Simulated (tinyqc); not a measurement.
Inside a calculation: density of states of one tight-binding band on the square lattice. Values are carried at full precision from step to step, so a last printed digit may differ when a step is redone from the rounded ones.

E(k) = -2 t (c1 + c2) - 4 t2 c1 c2 with ci = cos(2 pi ki); k in fractions of the reciprocal vectors, mesh k_i = j/N with j = 0 .. N-1. Densities are per cell and per spin, so the band holds one state.

Inputs chosen for the exercise: t = 0.62 eV (nearest hopping); t2 = -0.03 eV (second hopping); N = 8 (mesh points along each axis); bins = 6 (bins of the histogram); E_lo = -2.413 eV (lower end of the histogram); E_hi = 2.617 eV (upper end); E = 1 eV (energy at which the density is wanted); sigma = 0.186 eV (Gaussian width).

## Energies on the mesh

Evaluate the band at all 64 points and collect equal values.

Distinct energies:
```
E_k (eV),points
-2.3600,1
-2.0320,4
-1.6936,4
-1.2400,4
-0.8768,8
-0.4480,4
-0.1200,2
-0.0600,8
0.0000,4
0.2783,4
0.8768,8
1.2400,4
1.8136,4
2.2017,4
2.6000,1
```

The 64 points give 15 distinct energies between -2.3600 and 2.6000 eV; a dense mesh gives a band from -2.360 to 2.600 eV.

## Histogram

Count the points in equal bins from E_lo to E_hi; g = count/(all points x bin width).

Histogram:
```
from (eV),to (eV),points,g (1/eV)
-2.4130,-1.5747,9,0.1677
-1.5747,-0.7363,12,0.2237
-0.7363,0.1020,18,0.3355
0.1020,0.9403,12,0.2237
0.9403,1.7787,4,0.0746
1.7787,2.6170,9,0.1677
```

Empty bins: 0 of 6; the fullest holds 18 points.

## Gaussian broadening at one energy

Gaussian broadening: g(E) = mean over the mesh of exp(-(E - E_k)^2/(2 sigma^2))/(sigma sqrt(2 pi)), n(E) = mean of erfc((E_k - E)/(sigma sqrt 2))/2.

Sum over the distinct energies with their counts.

n(E) = 0.7713
g(E) = 0.2737 1/eV

## One triangle of the mesh

For corner energies e1 <= e2 <= e3 and eij = ei - ej, the share of the triangle below E is n = (E - e1)^2/(e21 e31) for e1 < E < e2 and n = 1 - (e3 - E)^2/(e31 e32) for e2 < E < e3; its density of states is g = dn/dE.

corner energies, sorted (eV): 0.8768  1.8136  2.2017

Find its share below E and its density of states at E.

n = 0.0122
g = 0.1985 1/eV

E lies between corners 1 and 2.

## Sum over all linear triangles

Each square of the mesh is cut along (i, j)-(i+1, j+1) into two triangles. For corner energies e1 <= e2 <= e3 and eij = ei - ej, the share of the triangle below E is n = (E - e1)^2/(e21 e31) for e1 < E < e2 and n = 1 - (e3 - E)^2/(e31 e32) for e2 < E < e3; its density of states is g = dn/dE.

Average n and g over all pieces of the mesh. The reference uses the same method with N = 240.

n(E) = 0.7809
g(E) = 0.1905 1/eV
reference n(E) = 0.771
reference g(E) = 0.180 1/eV

On this mesh the linear method errs by +0.011 1/eV in g and +0.009 in n; the Gaussian sum erred by +0.094 and 0.000.

## Checks

- States below the top of the band by the linear method against one: both 1.000000.

Program tinyqc; command `OMP_NUM_THREADS=1 python tinyqc.py 1680562 1680563 out.jsonl`; about 0.1 s on one thread of a shared Intel(R) Xeon(R) Processor @ 2.30GHz.
